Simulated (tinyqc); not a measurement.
Charge neutrality of a doped semiconductor with incomplete ionisation: one step, computed by the program tinyqc. Command: `OMP_NUM_THREADS=1 python tinyqc.py 3007795 3007796 out.jsonl dopant walk`. One thread of a shared host (Intel(R) Xeon(R) Processor @ 2.30GHz), about 0.02 s of CPU time with the checks.

Energies are counted from the top of the valence band; E_D is measured down from the conduction band and E_A up from the valence band.

Question. The closed form for the extrinsic range. With Boltzmann statistics, no electrons and every donor ionised, p (p + N_D) = p1 (N_A - N_D - p) with p1 = (N_v/g_A) exp(-E_A/k_B T). Take the positive root.

Inputs (values chosen for the exercise, modelled on CdTe):
```
quantity                   value   unit
donor density N_D              0  cm^-3
acceptor density N_A     2.3e+17  cm^-3
acceptor depth E_A          0.06     eV
acceptor degeneracy g_A        4      -
temperature T                600      K
```

Doping: p-type. Statistics of the bands: Boltzmann.

N_v = 3.481790e+19 cm^-3

k_B T = 0.05170400 eV

Give: p1; p from the quadratic.

Answer.

p1 = 2.7275e+18 cm^-3

p from the quadratic = 2.1332e+17 cm^-3
